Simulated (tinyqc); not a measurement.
Worked calculation: self-heating of a transistor with one or more fingers, with temperature-dependent conductivity. Computed by tinyqc, a small Python program that keeps every step. Command: `OMP_NUM_THREADS=1 python tinyqc.py 3016690 3016691 out.jsonl selfheat walk`. One thread of a shared host (Intel(R) Xeon(R) Processor @ 2.30GHz), about 0.07 s of CPU time with the checks. Intermediate numbers are printed to about 7 digits and carried at full precision; extremes and crossings named in words are read from the listed rows.

N long parallel fingers lie on the top face of a slab whose bottom is held at T_0; the top is otherwise insulated, and heat flows in two dimensions. P in W/mm is 1000 P in W/m.

Inputs (values chosen for the exercise, modelled on gallium arsenide):
```
quantity                                      value           unit
conductivity at the base temperature kappa_0   44.4        W/(m K)
exponent m in kappa ~ T^-m                     1.27              -
base temperature T_0                            323              K
power per gate width P                          1.1           W/mm
fingers N                                         2              -
finger pitch s                                   16     micrometre
width of the heat source w                      1.3     micrometre
substrate thickness t                            92     micrometre
phonon free path Lambda                          68             nm
heat capacity C                                1.74  1e6 J/(m^3 K)
pulse length                                   0.24    microsecond
power coefficient beta                          1.3         1e-3/K
```

Power: power rises with temperature.

## Geometry factors

A line source of power P on the top face raises the top at distance x by (P/(pi kappa_0)) g(x), g(x) = -ln tanh(pi x/(4 t)) (the image sum for the slab). On a strip of width w the centre sees the mean of g over the strip, g_0 = 1 + ln(8 t/(pi w)) for w much below t.

own factor g_0 = 6.194136

g(j s), j = 1..7: 1.996956  1.322069  0.946029  0.697577  0.521824  0.393305  0.297667

## Linear temperature rise of each finger

theta_i = (P/(pi kappa_0)) [g_0 + sum over j != i of g(|i - j| s)], with equal powers and constant conductivity; thermal resistance = largest theta/P.

theta of each finger (K): 64.59541  64.59541

largest theta = 64.59541 K

thermal resistance = 58.72310 K mm/W

## Correction for the falling conductivity

Kirchhoff transformation for kappa = kappa_0 (T/T_0)^-m: T = T_0 [1 - (m - 1) theta/T_0]^(-1/(m - 1)), where theta is the linear rise. The bracket vanishes at the power P T_0/((m - 1) theta).

peak temperature = 396.7236 K

true rise = 73.72365 K

true rise / linear rise = 1.141314

power at which the formula diverges = 20.37182 W/mm

The falling conductivity adds 14.1 % to the rise.

## Extra rise from ballistic phonons

Near a source smaller than the free path, Fourier's law overstates the flow. Rough estimate: a strip that emits phonons into a half space adds a resistance times area of 4 Lambda/(3 kappa_0), from the ballistic flux C v Delta T/4 with kappa_0 = C v Lambda/3, so Delta T_b = 4 Lambda P/(3 kappa_0 w); Knudsen number Lambda/w.

Knudsen number = 0.05230769

ballistic rise Delta T_b = 1.727882 K

Delta T_b / largest theta = 0.02674930

By this estimate the ballistic term is at most a fifth of the Fourier rise.

## Electrothermal feedback

The power follows P [1 + beta (T - T_0)] with T the peak temperature, for all fingers alike. Start at T_0 and repeat; stop when T changes by less than 1e-6 K, after 50 steps, or when the bracket falls below 0.05.

Iterations:
```
step  power (W/mm)     T (K)    change (K)
1         1.100000  396.7236  7.372365e+01
2         1.205425  404.8661  8.142434e+00
3         1.217068  405.7783  9.122593e-01
4         1.218373  405.8807  1.023700e-01
5         1.218519  405.8922  1.148958e-02
6         1.218536  405.8935  1.289568e-03
7         1.218538  405.8936  1.447390e-04
8         1.218538  405.8936  1.624527e-05
9         1.218538  405.8937  1.823343e-06
10        1.218538  405.8937  2.046492e-07
```

converged (1 yes, 0 no) = 1

peak temperature with feedback = 405.8937 K

Converged in 10 steps; feedback adds 9.2 K.

## Rise at the end of a pulse

After switching on, theta(tau) = (P D/kappa_0) int_0^tau X(u) Z(u) du at the hottest finger, D = kappa_0/C; X = sum over fingers at distance x of [erf((x + w/2)/r) - erf((x - w/2)/r)]/(2 w), Z = sum_(j=-200..200) (-1)^j exp(-(2 j t/r)^2)/sqrt(pi D u), r = 2 sqrt(D u); trapezoid rule on 300 points evenly spaced in ln u from u_0 = 1e-3 min(tau, w^2/D) to tau, plus the exact piece 2 sqrt(u_0/(pi D))/w below u_0. Conductivity and power are held at their base values here, and Fourier's law is used even where the diffusion length is near a phonon free path.

diffusivity D = 25.51724 micrometre^2/microsecond

diffusion length sqrt(D tau) = 2.474700 micrometre

linear rise after the pulse = 21.642 K

share of the steady rise = 0.335

## Rise against time

The formulas are those given above.

Heating curve:
```
time (microsecond)  sqrt(D time) (micrometre)  rise (K)  share of the steady rise
3.30e-04                           0.09176432    1.9733                   0.03055
0.0033                              0.2901842    6.1071                   0.09454
0.033                               0.9176432    13.957                    0.2161
0.33                                 2.901842    22.892                    0.3544
3.3                                  9.176432    33.276                    0.5151
17                                   20.82770    44.251                    0.6851
66                                   41.03825    54.518                     0.844
200                                  71.43842    61.942                    0.9589
500                                  112.9541    64.396                    0.9969
```

Half the steady rise is reached between 0.33 and 3.3 microseconds, and the last row holds 99.7 % of it; the slowest time constant is 4 t^2/(pi^2 D) = 134 microseconds. While the diffusion length lies between w and the pitch or thickness, the rise grows as the logarithm of time; once it nears the pitch of 16 micrometre the neighbours add their heat.

Checks made by the program: g(s) against the alternating image sum (relative difference 6e-07); Kirchhoff integral of kappa/kappa_0 from T_0 to T (relative difference below 1e-10); long-time limit against the steady rise (relative difference 2e-05).
